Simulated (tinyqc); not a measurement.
Interdiffusion in a binary couple: Darken equations, Kirkendall shift and Boltzmann-Matano analysis: one step, computed by the program tinyqc.

x is the mole fraction of B; the molar volume is constant, and the two halves are long enough to count as infinite.

Question. Diffusivities at one composition. D*_i(x) = D*_i(0) exp(k x); thermodynamic factor Phi = 1 - 2 W x (1 - x)/(k_B T); with f0 = 0.7815, M0 = 2 f0/(1 - f0), den = M0 ((1 - x) D*_A + x D*_B): D_A = D*_A Phi [1 + 2 (1 - x)(D*_A - D*_B)/den], D_B = D*_B Phi [1 - 2 x (D*_A - D*_B)/den]; interdiffusion D~ = x D_A + (1 - x) D_B.

Inputs (values chosen for the exercise, for a model alloy A-B):
```
quantity,value,unit
tracer diffusivity D*_A(0),1.1e-13,m^2/s
tracer diffusivity D*_B(0),4.6e-13,m^2/s
slope k of ln D* with x,-0.71,-
regular-solution parameter W,-0.15,eV
temperature T,1110,K
composition x for the local step,0.22,-
```

Vacancy-wind correction: Manning, fcc.

Constants: k_B = 8.617333262e-05 eV/K.

Give: thermodynamic factor Phi; intrinsic D_A; intrinsic D_B; interdiffusion coefficient D~ at the local x.

Answer.

thermodynamic factor Phi = 1.538

intrinsic D_A = 8.566e-14 m^2/s

intrinsic D_B = 6.749e-13 m^2/s

interdiffusion coefficient D~ at the local x = 5.453e-13 m^2/s

A negative W (tendency to order or compound) speeds mixing: Phi is above 1.
